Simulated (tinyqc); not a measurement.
# Off-state leakage of single and stacked transistors: subthreshold current against the height of the stack

n-channel devices of unit width. Subthreshold current I(Vg, Vs, Vd) = I0 (T/300 K)^0.5 exp[(Vg - Vs - VT(T) - gb (Vs - Vb) + dd (Vd - Vs))/(nf Vt)] (1 - exp(-(Vd - Vs)/Vt)), VT(T) = VT - cT (T - 300 K). Gate-edge tunnelling Ig (Vd/1 V) exp(ag (Vd - 1 V)), for a gate at 0 V, and band-to-band leakage Ab u exp(-Bb/u), u = Vd - Vb + 1 V, flow at a drain held at V; both are taken as independent of T. In a stack of off transistors (all gates at 0 V) the same subthreshold current passes through each.

All n gates at 0 V, bottom source at 0 V, top drain at V; node voltages follow from equal currents.

Values chosen for this exercise; values of the order met in bulk silicon logic transistors:
- T = 330 K (temperature)
- V = 0.9 V (supply voltage)
- VT = 0.36 V (threshold at 300 K, zero drain and body bias)
- cT = 1 mV/K (fall of the threshold with temperature)
- I0 = 0.15 uA/um (current at threshold at 300 K)
- nf = 1.26 (slope factor)
- dd = 0.16 (drain-induced lowering per volt)
- gb = 0.2 (rise of the threshold per volt of source-body bias)
- Vb = 0 V (body voltage)

Constants: q = 1.602176634e-19 C, kB = 1.380649e-23 J/K, Vt = kB T/q. Results are converted to the units shown.

Result of one run:

| n | I (nA/um) | reduction factor | drain voltage of the bottom device (mV) | source voltage of the top device (mV) | voltage across the top device (V) |
|---|---|---|---|---|---|
| 5 | 0.004642 | 188.7 | 9.450 | 138.1 | 0.7619 |

What becomes of these results when the number of transistors in series n is changed from 5 to 4, all else the same?

Result of the changed run:

| n | I (nA/um) | reduction factor | drain voltage of the bottom device (mV) | source voltage of the top device (mV) | voltage across the top device (V) |
|---|---|---|---|---|---|
| 4 | 0.006381 | 137.2 | 13.66 | 129.7 | 0.7703 |

The whole series:

| n | I (nA/um) | reduction factor | drain voltage of the bottom device (mV) | source voltage of the top device (mV) | voltage across the top device (V) |
|---|---|---|---|---|---|
| 1 | 0.8757 | 1.000 | 900.0 | 0 | 0.9000 |
| 2 | 0.02328 | 37.62 | 95.57 | 95.57 | 0.8044 |
| 3 | 0.01012 | 86.52 | 24.44 | 117.5 | 0.7825 |
| 4 | 0.006381 | 137.2 | 13.66 | 129.7 | 0.7703 |
| 5 | 0.004642 | 188.7 | 9.450 | 138.1 | 0.7619 |
| 6 | 0.003642 | 240.5 | 7.214 | 144.4 | 0.7556 |

The second transistor cuts the current by a factor of 37.6, the third by a further 2.30 and the sixth by 1.27. The top device keeps 84.0 % of the supply at n = 6, while the drain voltage of the bottom one falls to 0.254 Vt.

Program tinyqc, `OMP_NUM_THREADS=1 python tinyqc.py 2242060 2242061 out.jsonl`; Intel Xeon 2.30GHz, shared host, one thread, about 0.03 s.
